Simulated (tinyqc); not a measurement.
# Semiconductor laser, carrier and photon rate equations: what changes with what

Carrier density N and photon density S in one mode: dN/dt = F1 = eta I/(q V) - (A N + B N^2 + C N^3) - vg g S; dS/dt = F2 = G vg g S + G be B N^2 - S/tp, with g = g0 ln(N/Ntr)/(1 + ec S). Output power P = Fo Eph S V/(G tp). No heating, no carrier transport.

Inputs (values chosen for the exercise): active volume V = 3.6e-12 cm^3; confinement factor G = 0.085; group velocity vg = 7.29e9 cm/s; gain coefficient g0 = 1000 1/cm; transparency density Ntr = 1.7e18 cm^-3; gain compression ec = 2.2e-17 cm^3; photon lifetime tp = 3 ps; defect recombination coefficient A = 3.7e7 1/s; radiative coefficient B = 6.5e-11 cm^3/s; Auger coefficient C = 9.9e-30 cm^6/s; share of spontaneous emission into the mode be = 2.5e-5; injection efficiency eta = 0.92; share of cavity losses that is output Fo = 0.34; photon energy Eph = 1.46 eV; drive current I = 2.6 mA.

Constants: q = 1.602176634e-19 C. Results are converted to the units shown.

Each table varies one quantity; the others keep the values above.

## Effect of the gain compression on threshold and bandwidth

gth = 1/(G vg tp), Nth = Ntr exp(gth/g0), Ith = q V (A Nth + B Nth^2 + C Nth^3)/eta. N and S are the steady state (F1 = F2 = 0, S > 0). Jacobian, with a = g0/(N (1 + ec S)) and d = g/(1 + ec S): J11 = -(A + 2 B N + 3 C N^2) - vg a S, J12 = -vg d, J21 = G vg a S + 2 G be B N, J22 = G vg d - 1/tp. wR^2 = det J, gamma = -trace J, fR = wR/(2 pi); the response wR^2/(wR^2 - w^2 + i gamma w) falls to 1/sqrt(2) at w^2 = x + sqrt(x^2 + wR^4), x = wR^2 - gamma^2/2 (f3dB = w/(2 pi)).

The same in every row: Ith (mA) = 0.5660.

Results:
```
ec (cm^3)  P (mW)  fR (GHz)  gamma (1/ns)  f3dB (GHz)
1e-18      0.9286     4.180         3.013       6.479
2.2e-18    0.9283     4.176         3.339       6.471
4.6e-18    0.9278     4.170         3.990       6.453
1e-17      0.9264     4.156         5.440       6.408
2.2e-17    0.9234     4.125         8.604       6.284
1e-16      0.9036     3.940         27.32       4.769
```

Estimate the missing row, ec = 4.6e-17 cm^3.

Computed row:
```
ec (cm^3)  P (mW)  fR (GHz)  gamma (1/ns)  f3dB (GHz)
4.6e-17    0.9174     4.065         14.69       5.943
```

With this row back in the table: As ec goes from 1e-18 to 1e-16 cm^3, Ith stays at 0.566 mA, fR falls from 4.18 to 3.94 GHz, gamma rises from 3.01 to 27.3 1/ns and f3dB falls from 6.48 to 4.77 GHz.

## Modulation bandwidth against current

Same model as above.

The same in every row: Ith (mA) = 0.56604.

Modulation bandwidth against current:
```
I (mA)    P (mW)  fR (GHz)  gamma (1/ns)  f3dB (GHz)
0.74    0.079003    1.2220        1.3755      1.8879
1.1      0.24244    2.1352        2.7876      3.2923
1.6      0.46944    2.9611        4.7447      4.5478
2.4      0.83262    3.9223        7.8385      5.9849
3.5       1.3320    4.9244        12.014      7.4464
5.2       2.1036    6.1189        18.290      9.1239
7.7       3.2382    7.4678        27.150      10.909
11        4.7356    8.8398        38.211      12.568
17        7.4572    10.680        56.651      14.459
```

What does the table show?

As I goes from 0.74 to 17 mA, fR rises from 1.22 to 10.7 GHz, gamma rises from 1.38 to 56.7 1/ns and f3dB rises from 1.89 to 14.5 GHz. Against I - Ith, fR goes with exponent 0.50 at the start and 0.42 at the end (1/2 without compression). The slope of gamma against fR^2 between the third and fourth rows, the K factor, is 0.468 ns. For I = 7.7 to 17 mA the current exceeds 12 Ith, where heating, left out here, usually rolls the output over.

## Effect of the gain coefficient on threshold and bandwidth

Same model as above.

Effect of the gain coefficient on threshold and bandwidth:
```
g0 (1/cm)  Ith (mA)  P (mW)  fR (GHz)  gamma (1/ns)  f3dB (GHz)
670           1.014  0.7126     2.615         6.363       3.956
860          0.6843  0.8675     3.554         7.817       5.402
1100         0.5097  0.9500     4.495         9.107       6.855
1400         0.4084  0.9979     5.473         10.48       8.364
1800         0.3420   1.029     6.577         12.20       10.06
2300         0.2993   1.049     7.755         14.29       11.87
3000         0.2680   1.064     9.168         17.18       14.02
```

As g0 goes from 670 to 3000 1/cm, Ith falls from 1.01 to 0.268 mA, fR rises from 2.62 to 9.17 GHz, gamma rises from 6.36 to 17.2 1/ns and f3dB rises from 3.96 to 14.0 GHz.

Program tinyqc, `OMP_NUM_THREADS=1 python tinyqc.py 2840012 2840013 out.jsonl`; Intel Xeon 2.30GHz, shared host, one thread, about 0.01 s.
